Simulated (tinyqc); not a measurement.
Through the band inversion: Shockley state of an s-p chain by decimation.

Each site has s at -d/2 and p at +d/2: H0 = diag(-d/2, d/2). The block to the next site on the right is H1 = [[-ts, u], [-u, tp]] (rows s, p of site n; columns s, p of site n + 1). Bulk: H(k) = [[-d/2 - 2 ts cos k, 2i u sin k], [-2i u sin k, d/2 + 2 tp cos k]]. The bands are inverted at k = pi if d < 2 (ts + tp).

Parameters, chosen for this exercise: ts = 1.46 eV (s-s hopping); tp = 1.68 eV (p-p hopping); u = 1.15 eV (s-p hopping).

d = f 2 (ts + tp). Gap edges from 201 k points; levels in the gap from an open chain of 60 sites (their mean, and the weight on the two end sites summed over them, divided by their number); a dash: none.

Against d:

| f | d (eV) | top of lower band (eV) | bottom of upper band (eV) | levels in the gap | mean level (eV) | end weight |
|---|---|---|---|---|---|---|
| 0.10 | 0.628 | -2.3105 | 2.2155 | 2 | -0.0220 | 0.967 |
| 0.30 | 1.884 | -2.1961 | 1.9113 | 2 | -0.0660 | 0.889 |
| 0.50 | 3.140 | -1.7900 | 1.3500 | 2 | -0.1100 | 0.732 |
| 0.70 | 4.396 | -1.1620 | 0.7220 | 2 | -0.1540 | 0.498 |
| 0.85 | 5.338 | -0.6910 | 0.2510 | 2 | -0.1870 | 0.271 |
| 1.15 | 7.222 | -0.6910 | 0.2510 | 0 | - | - |
| 1.30 | 8.164 | -1.1620 | 0.7220 | 0 | - | - |
| 1.60 | 10.048 | -2.1040 | 1.6640 | 0 | - | - |

Levels in the gap appear for f = 0.1, 0.3, 0.5, 0.7 and 0.85 and for none of the other rows; the gap closes at f = 1. The level lies at -0.0220 eV for f = 0.1 and -0.1870 eV for f = 0.85, on the line E = d (ts - tp)/(2 (ts + tp)), and its end weight goes from 0.97 to 0.27: no shift of the surface potential is needed, the inversion alone binds it.

Run: tinyqc, `OMP_NUM_THREADS=1 python tinyqc.py 1481279 1481280 out.jsonl`; Intel(R) Xeon(R) Processor @ 2.30GHz, one thread, shared host; about 0.2 s of CPU time with all checks.
